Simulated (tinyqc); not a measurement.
Worked calculation: Hueckel theory of the pi electrons, for the molecule C1=CC=CN=CC=C1 (SMILES; centres numbered as the heavy atoms are written). One step of it, computed by the program tinyqc.

Problem. Energy, charges, bond orders. E = sum n x; q_r = z_r - P_rr; bond order p = P_rs; free valence = sqrt(3) - sum of p over the bonds of the atom.

x values: 2.088793  1.539881  1.414214  0.122634  0.000000  -1.297651  -1.414214  -1.953657

occupations: 2.000000  2.000000  2.000000  2.000000  0.000000  0.000000  0.000000  0.000000

charge and bond-order matrix P:
```
           1C         2C         3C         4C         5N         6C         7C         8C
1C   1.209971   0.617472  -0.216135  -0.146460   0.238831  -0.146460  -0.216135   0.617472
2C   0.617472   0.746918   0.589059   0.261348  -0.086752  -0.238652  -0.118047   0.246918
3C  -0.216135   0.589059   1.224401   0.648767  -0.259511  -0.058340   0.224401  -0.118047
4C  -0.146460   0.261348   0.648767   0.703542   0.547424   0.203542  -0.058340  -0.238652
5N   0.238831  -0.086752  -0.259511   0.547424   1.440307   0.547424  -0.259511  -0.086752
6C  -0.146460  -0.238652  -0.058340   0.203542   0.547424   0.703542   0.648767   0.261348
7C  -0.216135  -0.118047   0.224401  -0.058340  -0.259511   0.648767   1.224401   0.589059
8C   0.617472   0.246918  -0.118047  -0.238652  -0.086752   0.261348   0.589059   0.746918
```

Centres:

| centre | z_r, pi electrons of the neutral centre | h |
|---|---|---|
| 1C | 1 | 0.000000 |
| 2C | 1 | 0.000000 |
| 3C | 1 | 0.000000 |
| 4C | 1 | 0.000000 |
| 5N | 1 | 0.500000 |
| 6C | 1 | 0.000000 |
| 7C | 1 | 0.000000 |
| 8C | 1 | 0.000000 |

Bonds:

| i | j | k |
|---|---|---|
| 1 | 2 | 1 |
| 2 | 3 | 1 |
| 3 | 4 | 1 |
| 4 | 5 | 1 |
| 5 | 6 | 1.000000 |
| 6 | 7 | 1 |
| 7 | 8 | 1 |
| 8 | 1 | 1 |

Give: pi energy = 8 alpha + this times beta; pi charges; Bond orders and lengths from R = 1.517 - 0.180 p; free valence of the carbons; gap between the highest filled and the next level.

Solution.

pi energy = 8 alpha + this times beta = 10.3310

pi charges: 1C -0.2100, 2C 0.2531, 3C -0.2244, 4C 0.2965, 5N -0.4403, 6C 0.2965, 7C -0.2244, 8C 0.2531

Bond orders and lengths from R = 1.517 - 0.180 p (angstrom, C-C alone):

| bond | p | R |
|---|---|---|
| 1-2 | 0.6175 | 1.4059 |
| 2-3 | 0.5891 | 1.4110 |
| 3-4 | 0.6488 | 1.4002 |
| 4-5 | 0.5474 | - |
| 5-6 | 0.5474 | - |
| 6-7 | 0.6488 | 1.4002 |
| 7-8 | 0.5891 | 1.4110 |
| 8-1 | 0.6175 | 1.4059 |

free valence of the carbons: 1C 0.4971, 2C 0.5255, 3C 0.4942, 4C 0.5359, 6C 0.5359, 7C 0.4942, 8C 0.5255

gap between the highest filled and the next level = 0.1226 |beta|
